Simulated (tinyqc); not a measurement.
Vacuum evaporation: vapour pressure, source flux, thickness distribution, purity and step coverage. Changing the source-to-wafer distance h. Computed by tinyqc, a small Python program. Command: `OMP_NUM_THREADS=1 python tinyqc.py 3111486 3111487 out.jsonl evap sweep`. One thread of a shared host (Intel(R) Xeon(R) Processor @ 2.30GHz), about 0.01 s of CPU time with the checks.

Molecular flow, unit sticking of the metal, no re-evaporation. The background gas is taken as water vapour (18.015 g/mol, collision diameter 0.37 nm) at 300 K.

Inputs (values chosen for the exercise, modelled on nickel, with constants for the liquid):
```
quantity                    value    unit
molar mass M                58.69   g/mol
film density rho              8.9  g/cm^3
vapour-pressure constant A  11.63       -
vapour-pressure constant B  20750       K
source temperature T         1880       K
source area                  0.22    cm^2
directionality n                1       -
wafer radius R                 15      cm
background pressure p       8e-06      Pa
sticking of background gas    0.2       -
```

Constants: u = 1.6605390666e-27 kg; k_B = 1.380649e-23 J/K; R = 8.314462618 J/(mol K).

Method:
- log10(p_v/Pa) = A - B/T; flux from the surface Phi = p_v/sqrt(2 pi m k_B T), m = M u.
- Mass loss = Phi x area x m; heat of evaporation = ln(10) R B; d ln Phi/dT = ln(10) B/T^2 - 1/(2 T).
- A small source emits (n + 1) Phi area cos^n(phi)/(2 pi) per solid angle; on a parallel plane at height h and lateral distance l the arrival rate is (n + 1) Phi area/(2 pi h^2) x (1 + (l/h)^2)^(-(n + 3)/2). Growth rate = arrival rate x m/rho, m = M u. The wafer is fixed and centred above the source.
- Mean free path lambda = k_B T_g/(sqrt2 pi d^2 p); unscattered share exp(-h/lambda); gas arrival p/sqrt(2 pi m_g k_B T_g); impurity ratio = sticking x gas arrival/metal arrival; monolayer time = 1e15 cm^-2/(sticking x gas arrival).

One run for each value; columns: (1) source-to-wafer distance h (cm); (2) non-uniformity (max - min)/(max + min) (%); (3) growth rate at the centre (nm/s); (4) share of the material that lands on the wafer, 1 - (1 + (R/h)^2)^(-(n + 1)/2) (%); (5) impurity ratio:
```
(1)     (2)       (3)     (4)      (5)
18   48.336  0.073502  40.984  0.00854
24   31.830  0.041345  28.090  0.01519
31   20.732  0.024781  18.971  0.02534
41   12.496  0.014167  11.805  0.04432
53    7.690  0.008478   7.416  0.07407
70    4.487  0.004860   4.390  0.12920
92    2.623  0.002814   2.589  0.22317
120   1.550  0.001654   1.538  0.37969
```

Describe and explain the trends.

Over the rows, non-uniformity (max - min)/(max + min) (%) falls from 48.3 to 1.55 (exponent d ln y / d ln x -1.5 between the first rows and -2.0 between the last); growth rate at the centre (nm/s) falls from 0.0735 to 0.00165 (exponent d ln y / d ln x about -2.0 throughout); share of the material that lands on the wafer, 1 - (1 + (R/h)^2)^(-(n + 1)/2) (%) falls from 41.0 to 1.54 (exponent d ln y / d ln x -1.3 between the first rows and -2.0 between the last). At the high end the exponent of non-uniformity (max - min)/(max + min) is -1.98, close to -2: the fall-off goes as (R/h)^2. The exponent of growth rate at the centre stays at -2: a point source. The exponent of impurity ratio stays at 2: the metal flux falls as 1/h^2. A longer throw buys uniformity with rate, material use and purity.
